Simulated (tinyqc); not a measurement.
# Junction parameters from two forward currents

Problem. D(v) = J1 (exp(v/Vt) - 1) + J2 (exp(v/(2 Vt)) - 1). Find J1, J2 and the voltage 2 Vt ln(J2/J1) near which both parts are equal.

Values chosen for this exercise:
- T = 300 K (temperature)

Constants: q = 1.602176634e-19 C, kB = 1.380649e-23 J/K, Vt = kB T/q. Results are converted to the units shown.

junction voltages (V): [0.26, 0.65]
currents (uA/um): [1.1913556e-5, 0.84473008]

Answer. The current is linear in J1 and J2, so two points give two equations.

J1 = 9.90e-12 uA/um
J2 = 7.70e-8 uA/um
crossover = 0.463 V

Program tinyqc, `OMP_NUM_THREADS=1 python tinyqc.py 2182182 2182183 out.jsonl`; Intel Xeon 2.30GHz, shared host, one thread, about 0.2 s.
